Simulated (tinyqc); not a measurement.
Inside a calculation: smearing for a one-band metal on the bcc lattice. Values are carried at full precision from step to step, so a last printed digit may differ when a step is redone from the rounded ones.

Lattice vectors (units of a): a1 = (-1/2, 1/2, 1/2), a2 = (1/2, -1/2, 1/2), a3 = (1/2, 1/2, -1/2). E(k) = -t A_1(k) - t2 A_2(k), A_m the sum of cos(k . R) over the 8 nearest and 6 second lattice vectors. Mesh k = sum (j_i/N) b_i, j_i = 0 .. N-1.

Values chosen for the exercise: t = 0.69 eV (nearest hopping); t2 = 0.09 eV (second hopping); N = 5 (unshifted mesh); ne = 1.6 (electrons per cell); sigma = 0.138 eV (width).

## Levels on the mesh

Evaluate the band and collect equal energies with their counts.

Distinct levels:
```
E_k (eV)  points
-6.0600        1
-3.9041       12
-1.9202        6
-1.0821       24
-0.4159       12
0.2740         8
0.6621        24
1.2900        24
2.7560         8
4.0502         6
```

10 distinct levels; the mean spacing is 1.123 eV.

## Fermi level with Fermi-Dirac smearing

With x = (E_k - mu)/sigma: Fermi-Dirac f = 1/(1 + exp(x)), s = -f ln f - (1 - f) ln(1 - f). With weights w = points/N^d (d the dimension), mu solves 2 sum w f = ne; E = 2 sum w f E_k, S = 2 sum w s, F = E - sigma S.

Weights w = points/total. Bisection from the lowest and highest level; ten steps are shown.

Bisection:
```
step  low (eV)  high (eV)  mu (eV)  electrons
1      -6.0600     4.0502  -1.0049     0.5508
2      -1.0049     4.0502   1.5226     1.7152
3      -1.0049     1.5226   0.2588     0.9589
4       0.2588     1.5226   0.8907     1.3492
5       0.8907     1.5226   1.2067     1.5203
6       1.2067     1.5226   1.3646     1.6323
7       1.2067     1.3646   1.2857     1.5768
8       1.2857     1.3646   1.3251     1.6051
9       1.2857     1.3251   1.3054     1.5910
10      1.3054     1.3251   1.3153     1.5981
```

## Occupations and energies

Converge mu, then list x, f and s of each level and form the sums.

mu = 1.3179 eV

x, f and s of each level:
```
E_k (eV)       x       f       s
-6.0600   -53.46  1.0000  0.0000
-3.9041   -37.84  1.0000  0.0000
-1.9202   -23.46  1.0000  0.0000
-1.0821   -17.39  1.0000  0.0000
-0.4159   -12.56  1.0000  0.0000
0.2740     -7.56  0.9995  0.0044
0.6621     -4.75  0.9914  0.0493
1.2900     -0.20  0.5504  0.6881
2.7560     10.42  0.0000  0.0003
4.0502     19.80  0.0000  0.0000
```

E = -0.9665 eV
S = 0.2838
F = -1.0056 eV
(E + F)/2 = -0.9861 eV

Levels with f between 0.001 and 0.999: 2. (E + F)/2 removes the term in sigma^2 for this scheme. That argument needs a smooth density of states, and the number of distinct levels within 2 sigma of mu is only 1, so it may fail on this mesh.

## Checks

- The slope dF/d sigma by finite differences against -S: both -0.28375.
- The slope dF/d ne by finite differences against mu (eV): both 1.3179.

tinyqc: `OMP_NUM_THREADS=1 python tinyqc.py 1650428 1650429 out.jsonl`; about 0.3 s, one thread, shared Intel(R) Xeon(R) Processor @ 2.30GHz.
